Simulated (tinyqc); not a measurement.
Inside a calculation. Model: potential-pH (Pourbaix) lines of a metal, its cation, its oxide and an oxyanion, with a complexing ligand. Computed by tinyqc, a small Python program that keeps every step. Command: `OMP_NUM_THREADS=1 python tinyqc.py 3028410 3028411 out.jsonl pourb walk`. One thread of a shared host (Intel(R) Xeon(R) Processor @ 2.30GHz), about 0.02 s of CPU time with the checks. Intermediate numbers are printed to about 6 digits and carried at full precision; extremes and crossings named in words are read from the listed rows.

Potentials are against the standard hydrogen electrode; solids and water have unit activity; dG_f of M, H+ and the electron is zero; F = e N_A and s = R T ln(10)/F. The cation carries z = 2.

Inputs (values chosen for the exercise, modelled on copper): dG_f of the cation = 64.85 kJ/mol; dG_f of the oxide = -129.25 kJ/mol; dG_f of the oxyanion = -207.88 kJ/mol; dG_f of water = -237.14 kJ/mol; temperature T = 298.15 K; log10 of the dissolved activity a = -4; pH = 1.8; potential E = -1.1 V; log10 of the stability constant beta of ML = 11; pKa of HL = 10; total ligand c_L = 0.0096 mol/L; limiting current density i_L = 0.0026 A/cm^2; molar volume V_m = 7.11 cm^3/mol.

Species: M, M2+, MO, MO2(2-).

exchange current densities, metal and cathodic (A/cm^2): [3.9e-05, 2.3e-11]

Tafel slopes, anodic and cathodic (mV/decade): [60, 95]

Constants: R = 8.314462618 J/(mol K); e = 1.602176634e-19 C; N_A = 6.02214076e+23 1/mol.

## Standard potentials

M2+ + 2e = M; MO + 2H+ + 2e = M + H2O; MO2(2-) + 4H+ + 2e = M + 2H2O. For each, E0 = -dG/(z F), and E = E0 + (s/z) log10 a - (s n_H/z) pH, with no activity term for the oxide.

s = 0.0591593 V

E0 (V): cation 0.33606, oxide 0.55910, oxyanion 1.38052

The metal is nobler than hydrogen: acids free of oxidants and complexing ligands do not dissolve it.

## Vertical lines

Two oxidised species coexist where their lines against the metal cross: pH1 (cation/oxide) = [E0(oxide) - E0(cation)]/s - (log10 a)/z; pH2 (oxide/oxyanion) = {[E0(oxyanion) - E0(oxide)]/s + (log10 a)/z}/(4/z - 1).

pH1 = 5.77014

pH2 = 11.8849

width of the oxide field, pH2 - pH1 = 6.11473

The oxide is stable from pH 5.77 to 11.88; each decade less of dissolved metal narrows this field by 1.00 pH units.

## The stable species at (pH, E)

The metal is stable below the lowest of the three lines; above it, the species of the lowest line is stable. Water lines at 1 bar: hydrogen E = -s pH, oxygen E = -dG_f(water)/(2F) - s pH.

lines at this pH (V): cation 0.21774, oxide 0.45261, oxyanion 1.04923

upper limit of immunity = 0.217743 V

hydrogen line = -0.106487 V

oxygen line = 1.12240 V

E above the limit of immunity = -1.31774 V

The metal is immune at this point. The point lies outside the stability range of water. Immunity reaches above the hydrogen line, so without the ligand only oxygen or another oxidant can attack. Caution: other oxidation states, hydroxides and hydrides are left out, and the lines say nothing of rates.

## A complexing ligand

The free ligand is c_L/(1 + 10^(pKa - pH)) (ligand in excess); dissolved metal is a in all, so the free cation is a/alpha, alpha = 1 + beta [L]; the cation line drops by (s/z) log10 alpha.

free ligand = 6.05719e-11 mol/L

log10 alpha = 0.848632

cation line with ligand = 0.192640 V

that line less the oxide line = -0.259973 V

With the ligand the dissolved state lies below the oxide: the oxide dissolves at this pH.

## Mixed potential with oxygen reduction

Anodic i = i0a 10^((E - E_a)/b_a) with E_a the cation line with ligand; cathodic i = i0c 10^((E_c - E)/b_c) with E_c the oxygen line; supply caps the cathodic current, 1/i_c = 1/i(Tafel) + 1/i_L. E_corr makes the two currents equal. Without the cap it would be [b_c E_a + b_a E_c + b_a b_c log10(i0c/i0a)]/(b_a + b_c). Rate = i V_m/(z F). Films are left out.

E_corr without the cap = 0.323470 V

corrosion potential E_corr = 0.296684 V

corrosion current density = 0.00211408 A/cm^2

i/i_L = 0.813106

etch rate = 46.7358 nm/min

Activation and supply both matter.

## The diagram with and without ligand

The formulas are those given above.

Lines against the metal (V); the species with the lowest line is stable above it:
```
pH    cation      oxide  oxyanion  stable above  cation with ligand  stable above, ligand
0   0.217743   0.559101   1.26220        cation            0.216565             dissolved
2   0.217743   0.440782   1.02556        cation            0.187415             dissolved
4   0.217743   0.322463   0.78893        cation            0.129515             dissolved
5   0.217743   0.263304   0.67061        cation            0.099947             dissolved
6   0.217743   0.204144   0.55229         oxide            0.070370             dissolved
7   0.217743   0.144985   0.43397         oxide            0.040802             dissolved
8   0.217743   0.085826   0.31565         oxide            0.011337             dissolved
9   0.217743   0.026666   0.19733         oxide           -0.017146             dissolved
10  0.217743  -0.032493   0.07902         oxide           -0.039046             dissolved
12  0.217743  -0.150812  -0.15762      oxyanion           -0.047822              oxyanion
14  0.217743  -0.269130  -0.39426      oxyanion           -0.047949              oxyanion
```

Without ligand the oxide holds 5 of the eleven rows (pH 6 to 10), with it 0. The ligand acts once beta [L] exceeds 1, from pH = pKa - log10(beta c_L) = 1.0 on; its line then falls by at most s/z per pH unit and flattens beyond pKa, 0.266 V below the free cation at most. The oxide line falls faster, by s per pH unit.

Checks made by the program: the lines cross at pH1 and pH2 (relative difference below 1e-10).
